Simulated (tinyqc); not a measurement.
## Strained Delta valleys, repopulation and conductivity mass: effect of the temperature

A cubic crystal with three pairs of conduction valleys along x, y and z under uniaxial stress X along [100] (X > 0 is tension); current along [100]. Non-degenerate electrons, fixed total density, one relaxation time for all valleys and stresses, masses unchanged by strain, so the mobility goes as the mean inverse mass.

Stress s_ij = X a_i a_j with a the unit vector along [100]; strain e_ii = s11 s_ii + s12 (s_jj + s_kk), e_ij = s44 s_ij/2. Valley shift dE = Xu (n.e.n - trace(e)/3) with n the valley axis; share f proportional to exp(-dE/Vt). Inverse mass along the current d = [100]: (n.d)^2/ml + (1 - (n.d)^2)/mt; mu/mu0 = sum f (1/m) over the plain mean of 1/m. pi is the small-stress slope -d(mu/mu0)/dX; each row is against the unstrained crystal at the same T.

Inputs (values chosen for the exercise); values close to those of silicon:

| symbol | value | unit | meaning |
|---|---|---|---|
| s11 | 7.6 | 1/TPa | compliance |
| s12 | -2.14 | 1/TPa | compliance |
| s44 | 12.7 | 1/TPa | compliance |
| Xu | 9.33 | eV | shear deformation potential |
| ml | 0.919 | m0 | longitudinal mass |
| mt | 0.192 | m0 | transverse mass |
| X | -130 | MPa | uniaxial stress (tension positive) |

Constants: q = 1.602176634e-19 C, kB = 1.380649e-23 J/K, Vt = kB T/q. Results are converted to the units shown.

Effect of the temperature:
```
T (K)  splitting/Vt  mu/mu0  pi (1e-11 1/Pa)
77            1.780  0.5546           -327.0
120           1.142  0.7022           -209.8
180          0.7616  0.8026           -139.9
240          0.5712  0.8536           -104.9
300          0.4570  0.8841           -83.93
380          0.3608  0.9094           -66.26
460          0.2980  0.9257           -54.73
```

Read the table: what changes, and by how much?

The ratio mu/mu0 rises from 0.555 to 0.926, and pi goes as 1/T, from -327 to -54.7.

Program tinyqc, `OMP_NUM_THREADS=1 python tinyqc.py 2530079 2530080 out.jsonl`; Intel Xeon 2.30GHz, shared host, one thread, about 0.01 s.
